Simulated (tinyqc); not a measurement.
Inside a calculation. Method: empirical pseudopotential in a few plane waves. One step of it, computed by the program tinyqc.

Question. Bloch Hamiltonian at G. Basis: the 15 shortest G (labels in 2 pi/a), the same at every k. H(G,G') = c |k + G|^2 delta + VS(|G-G'|^2) cos((G-G').tau) + i VA sin((G-G').tau), tau = a/8 (1,1,1); 1 Ry = 13.605693 eV.

Parameters chosen for this model: fcc lattice, atoms at +/- a/8 (1,1,1); form factors in rydberg at |G|^2 in units of (2 pi/a)^2:

| parameter | value | unit |
|---|---|---|
| a | 5.870000 | angstrom |
| VS(3) | -0.237000 | Ry |
| VS(8) | 0.054000 | Ry |
| VS(11) | 0.073000 | Ry |
| VA(3) | 0.091000 | Ry |
| VA(4) | 0.098000 | Ry |
| VA(11) | 0.012000 | Ry |
| hbar^2/2m (2 pi/a)^2 | 4.365223 | eV |

k point G (2 pi / a): 0  0  0

Give: H(k) at G.

Answer.

H(k) at G (eV):
```
                 +0+0+0           -1-1-1           -1-1+1           -1+1-1
+0+0+0           0.0000   2.2801+0.8755i  -2.2801+0.8755i  -2.2801+0.8755i
-1-1-1   2.2801-0.8755i          13.0957   0.0000-1.3334i   0.0000-1.3334i
-1-1+1  -2.2801-0.8755i   0.0000+1.3334i          13.0957           0.7347
-1+1-1  -2.2801-0.8755i   0.0000+1.3334i           0.7347          13.0957
-1+1+1  -2.2801+0.8755i          -0.7347   0.0000+1.3334i   0.0000+1.3334i
+1-1-1  -2.2801-0.8755i   0.0000+1.3334i           0.7347           0.7347
+1-1+1  -2.2801+0.8755i          -0.7347   0.0000+1.3334i           0.0000
+1+1-1  -2.2801+0.8755i          -0.7347           0.0000   0.0000+1.3334i
+1+1+1   2.2801+0.8755i           0.0000          -0.7347          -0.7347
-2+0+0   0.0000-1.3334i  -2.2801+0.8755i  -2.2801-0.8755i  -2.2801-0.8755i
+0-2+0   0.0000-1.3334i  -2.2801+0.8755i  -2.2801-0.8755i   0.7023-0.1154i
+0+0-2   0.0000-1.3334i  -2.2801+0.8755i   0.7023-0.1154i  -2.2801-0.8755i
+0+0+2   0.0000+1.3334i  -0.7023-0.1154i   2.2801+0.8755i  -0.7023+0.1154i
+0+2+0   0.0000+1.3334i  -0.7023-0.1154i  -0.7023+0.1154i   2.2801+0.8755i
+2+0+0   0.0000+1.3334i  -0.7023-0.1154i  -0.7023+0.1154i  -0.7023+0.1154i

                 -1+1+1           +1-1-1           +1-1+1           +1+1-1
+0+0+0  -2.2801-0.8755i  -2.2801+0.8755i  -2.2801-0.8755i  -2.2801-0.8755i
-1-1-1          -0.7347   0.0000-1.3334i          -0.7347          -0.7347
-1-1+1   0.0000-1.3334i           0.7347   0.0000-1.3334i           0.0000
-1+1-1   0.0000-1.3334i           0.7347           0.0000   0.0000-1.3334i
-1+1+1          13.0957           0.0000           0.7347           0.7347
+1-1-1           0.0000          13.0957   0.0000-1.3334i   0.0000-1.3334i
+1-1+1           0.7347   0.0000+1.3334i          13.0957           0.7347
+1+1-1           0.7347   0.0000+1.3334i           0.7347          13.0957
+1+1+1   0.0000+1.3334i          -0.7347   0.0000+1.3334i   0.0000+1.3334i
-2+0+0   2.2801-0.8755i   0.7023-0.1154i  -0.7023-0.1154i  -0.7023-0.1154i
+0-2+0  -0.7023-0.1154i  -2.2801-0.8755i   2.2801-0.8755i  -0.7023-0.1154i
+0+0-2  -0.7023-0.1154i  -2.2801-0.8755i  -0.7023-0.1154i   2.2801-0.8755i
+0+0+2  -2.2801+0.8755i  -0.7023+0.1154i  -2.2801+0.8755i   0.7023+0.1154i
+0+2+0  -2.2801+0.8755i  -0.7023+0.1154i   0.7023+0.1154i  -2.2801+0.8755i
+2+0+0   0.7023+0.1154i   2.2801+0.8755i  -2.2801+0.8755i  -2.2801+0.8755i

                 +1+1+1           -2+0+0           +0-2+0           +0+0-2
+0+0+0   2.2801-0.8755i   0.0000+1.3334i   0.0000+1.3334i   0.0000+1.3334i
-1-1-1           0.0000  -2.2801-0.8755i  -2.2801-0.8755i  -2.2801-0.8755i
-1-1+1          -0.7347  -2.2801+0.8755i  -2.2801+0.8755i   0.7023+0.1154i
-1+1-1          -0.7347  -2.2801+0.8755i   0.7023+0.1154i  -2.2801+0.8755i
-1+1+1   0.0000-1.3334i   2.2801+0.8755i  -0.7023+0.1154i  -0.7023+0.1154i
+1-1-1          -0.7347   0.7023+0.1154i  -2.2801+0.8755i  -2.2801+0.8755i
+1-1+1   0.0000-1.3334i  -0.7023+0.1154i   2.2801+0.8755i  -0.7023+0.1154i
+1+1-1   0.0000-1.3334i  -0.7023+0.1154i  -0.7023+0.1154i   2.2801+0.8755i
+1+1+1          13.0957  -0.7023-0.1154i  -0.7023-0.1154i  -0.7023-0.1154i
-2+0+0  -0.7023+0.1154i          17.4609           0.7347           0.7347
+0-2+0  -0.7023+0.1154i           0.7347          17.4609           0.7347
+0+0-2  -0.7023+0.1154i           0.7347           0.7347          17.4609
+0+0+2  -2.2801-0.8755i          -0.7347          -0.7347           0.0000
+0+2+0  -2.2801-0.8755i          -0.7347           0.0000          -0.7347
+2+0+0  -2.2801-0.8755i           0.0000          -0.7347          -0.7347

                 +0+0+2           +0+2+0           +2+0+0
+0+0+0   0.0000-1.3334i   0.0000-1.3334i   0.0000-1.3334i
-1-1-1  -0.7023+0.1154i  -0.7023+0.1154i  -0.7023+0.1154i
-1-1+1   2.2801-0.8755i  -0.7023-0.1154i  -0.7023-0.1154i
-1+1-1  -0.7023-0.1154i   2.2801-0.8755i  -0.7023-0.1154i
-1+1+1  -2.2801-0.8755i  -2.2801-0.8755i   0.7023-0.1154i
+1-1-1  -0.7023-0.1154i  -0.7023-0.1154i   2.2801-0.8755i
+1-1+1  -2.2801-0.8755i   0.7023-0.1154i  -2.2801-0.8755i
+1+1-1   0.7023-0.1154i  -2.2801-0.8755i  -2.2801-0.8755i
+1+1+1  -2.2801+0.8755i  -2.2801+0.8755i  -2.2801+0.8755i
-2+0+0          -0.7347          -0.7347           0.0000
+0-2+0          -0.7347           0.0000          -0.7347
+0+0-2           0.0000          -0.7347          -0.7347
+0+0+2          17.4609           0.7347           0.7347
+0+2+0           0.7347          17.4609           0.7347
+2+0+0           0.7347           0.7347          17.4609
```
